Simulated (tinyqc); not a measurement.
From results back to parameters: overlap of hydrogenic dopants: pairs, impurity band and the Mott density. Three cases, with inputs chosen for the exercise.

Problem. Ry* = Ry m/eps^2, aB = a0 eps/m, and the Mott density is (0.26/aB)^3 (1/angstrom^3 = 1e24/cm^3). Binding energy and critical density come from a hidden mass and dielectric constant.

Constants: Ry = 13.60569312 eV; a0 (Bohr radius) = 0.5291772105 angstrom.

Find: aB; eps; m.

Method. aB = 0.26/n^(1/3); the product Ry* aB = Ry a0/eps gives eps, and m = a0 eps/aB.

Case 1.

binding energy = 30.51803 meV
critical density = 1.076646e+18 1/cm^3

Solution.

aB = 25.37 angstrom
eps = 9.30
m = 0.194 m0

Case 2.

binding energy = 36.94324 meV
critical density = 4.103016e+18 1/cm^3

Solution.

aB = 16.24 angstrom
eps = 12.00
m = 0.391 m0

Case 3.

binding energy = 28.94508 meV
critical density = 9.791506e+17 1/cm^3

Solution.

aB = 26.18 angstrom
eps = 9.50
m = 0.192 m0

Computed by tinyqc, one run a case: `OMP_NUM_THREADS=1 python tinyqc.py N N+1 out.jsonl` with N = 1451114, 1451127, 1451202; one thread of a shared Intel(R) Xeon(R) Processor @ 2.30GHz, about 0.01 s a run at most.
